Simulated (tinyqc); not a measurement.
Shape of the cross-section: round or elliptic silicon nanowire with anisotropic valleys (Ritz method).

Wire along x = [100] on a (001) wafer, y = [010], z = [001]. Valley groups, two valleys each (w = inverse masses): A, axis along z: w_y = 1/mt, w_z = 1/ml, m_x = mt; B, axis along y: w_y = 1/ml, w_z = 1/mt, m_x = mt; C, axis along x: w_y = w_z = 1/mt, m_x = ml.

Constants: hbar^2/2m0 = 3.80998211 eV angstrom^2.

Inputs chosen for the exercise (near those of a Si nanowire; shifted at random, so the results belong to these values and not to a real crystal): ml = 0.925 m0 (longitudinal mass); mt = 0.188 m0 (transverse mass); area = 18.7 nm^2 (cross-section, kept fixed); hw = 2 (height over mean width).

Equal area, hard walls, lowest level of -c (w_y d2/dy2 + w_z d2/dz2), c = hbar^2/2m0. Rectangle W x H with H/W = hw; ellipse with b/a = hw; trapezoid of height H, base W/0.8 and top 0.6 of the base; isosceles triangle of height H and base 2W. Ellipse, trapezoid and triangle by converged Ritz bases; 1 nm^2 = 100 angstrom^2.

Levels:

| shape | A (eV) | B (eV) | B - A (meV) |
|---|---|---|---|
| rectangle | 0.2248 | 0.0970 | -127.8 |
| ellipse | 0.1954 | 0.0892 | -106.2 |
| trapezoid | 0.2021 | 0.0988 | -103.3 |
| triangle | 0.1369 | 0.1245 | -12.4 |

W = 30.6 angstrom
H = 61.2 angstrom

For group A the order is triangle, ellipse, trapezoid, rectangle, spanning 64 %. For group B the order is ellipse, rectangle, trapezoid, triangle, spanning 40 %. The ellipse lies below the rectangle for both groups, since corners hold little of the wave function. The triangle is lowest for A, whose light mass lies across the width and gains from the wide base. The spacing B - A of the valley groups runs from -128 to -12 meV.

tinyqc: `OMP_NUM_THREADS=1 python tinyqc.py 1282105 1282106 out.jsonl`; about 0.03 s, one thread, shared Intel(R) Xeon(R) Processor @ 2.30GHz.
